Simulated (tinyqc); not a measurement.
Bond-orbital model of a tetrahedral semiconductor (Harrison's universal couplings): one step. Metallicity and a gap from the bond picture. Two cases, with inputs chosen for the exercise.

Problem. Neighbouring bonds couple through V1: averaged V1b = V1c (1 - ap)/2 + V1a (1 + ap)/2 for the bond band and V1x = V1c (1 + ap)/2 + V1a (1 - ap)/2 for the antibond band. The top of the bond band lies V1b above the bond level and the bottom of the antibond band 3 V1x below the antibond level, so the gap is 2 sqrt(V2^2 + V3^2) - V1b - 3 V1x; metallicity am = (V1b + 3 V1x)/(2 sqrt(V2^2 + V3^2)).

Hybrid level eh = (es + 3 ep)/4; metallic energy V1 = (ep - es)/4 for each atom; covalent energy V2 = 3.22 hbar^2/(m d^2); polar energy V3 = (ehc - eha)/2; hbar^2/m = 2c, c = hbar^2/2m0. Polarity ap = V3/sqrt(V2^2 + V3^2), covalency ac = V2/sqrt(V2^2 + V3^2). p-p coupling at Gamma Exx = (4/3)(2.22 - 2 x 0.63) hbar^2/(m d^2) = 1.28 hbar^2/(m d^2), s-s coupling Ess = 4 x 1.32 hbar^2/(m d^2).

Give: V1b, V1x; gap; am.

Case 1.

V1 (eV): cation 1.440000, anion 1.940000

V2, V3 (eV): 3.493953  1.410000

ap = 0.374230

Solution.

V1b, V1x (eV): 1.7836  1.5964

gap = 0.963 eV
am = 0.872

Case 2.

V1 (eV): cation 0.972500, anion 2.992500

V2, V3 (eV): 4.054512  4.335000

ap = 0.730340

Solution.

V1b, V1x (eV): 2.7201  1.2449

gap = 5.416 eV
am = 0.544

The gap closes where am reaches one. The model gives trends; its gap can miss the real one by a factor of two to five, most in ratio for narrow gaps and most in eV for first-row compounds.

Computed by tinyqc, one run a case: `OMP_NUM_THREADS=1 python tinyqc.py N N+1 out.jsonl` with N = 1450185, 1450255; one thread of a shared Intel(R) Xeon(R) Processor @ 2.30GHz, about 0.01 s a run at most.
